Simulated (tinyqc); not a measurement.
p-n diode with diffusion and depletion-layer recombination: two steps of the calculation.

Abrupt junction in the depletion approximation, low injection, full ionisation, neutral widths fixed, ohmic contact on the p side. Vj is the junction voltage; where a series resistance Rs is given, V = Vj + J Rs is the terminal voltage.

Values chosen for this exercise; band and dielectric values close to those of In0.53Ga0.47As: temperature T = 400 K; band gap Eg = 0.746 eV; conduction-band density of states at T Nc = 3.2e17 cm^-3; valence-band density of states at T Nv = 1.16e19 cm^-3; acceptor density Na = 2.4e18 cm^-3; donor density Nd = 2.3e16 cm^-3; electron mobility in the p side mun = 1500 cm^2/(V s); hole mobility in the n side mup = 210 cm^2/(V s); electron lifetime tn = 7e-7 s; hole lifetime tp = 1e-8 s; neutral width of the p side wp = 13 um; neutral width of the n side wn = 1.8 um; recombination velocity at the n contact Sp = 70 cm/s; series resistance Rs = 0.00018 ohm cm^2; terminal voltage V = 0.64 V.

Constants: q = 1.602176634e-19 C, kB = 1.380649e-23 J/K, Vt = kB T/q. Results are converted to the units shown.

Problem 1. Diffusion lengths and saturation currents. ni = sqrt(Nc Nv) exp(-Eg/(2 Vt)), Eg in volts; D = mu Vt; Ln = sqrt(Dn tn), Lp = sqrt(Dp tp); J0n = q ni^2 Dn coth(wp/Ln)/(Ln Na); J0p = (q ni^2 Dp/(Lp Nd)) (s + tanh(wn/Lp))/(1 + s tanh(wn/Lp)), s = Sp Lp/Dp.

Wanted: ni; Ln; Lp; J0n; J0p.

Solution 1.

ni = 3.8478e13 cm^-3
Ln = 60.160 um
Lp = 2.6905 um
J0n = 3.9920e-6 A/cm^2
J0p = 1.6262e-4 A/cm^2

wp/Ln = 0.22 and wn/Lp = 0.67; holes carry 97.6 % of the diffusion current.

Problem 2. New Vj. Diffusion current alone: J = J0 (exp(Vj/Vt) - 1), g = Vj + J Rs - V, g' = 1 + Rs J0 exp(Vj/Vt)/Vt, Vj(new) = Vj - g/g'.

Vj after iteration 2 = 0.53137076 V
J0 = J0n + J0p = 1.6660947e-4 A/cm^2

Give: J; g; g'; Vj after iteration 3.

Solution 2.

J = 825.4 A/cm^2
g = 0.03995 V
g' = 5.310
Vj after iteration 3 = 0.5238 V

Program tinyqc, `OMP_NUM_THREADS=1 python tinyqc.py 2260064 2260065 out.jsonl`; Intel Xeon 2.30GHz, shared host, one thread, about 0.01 s.
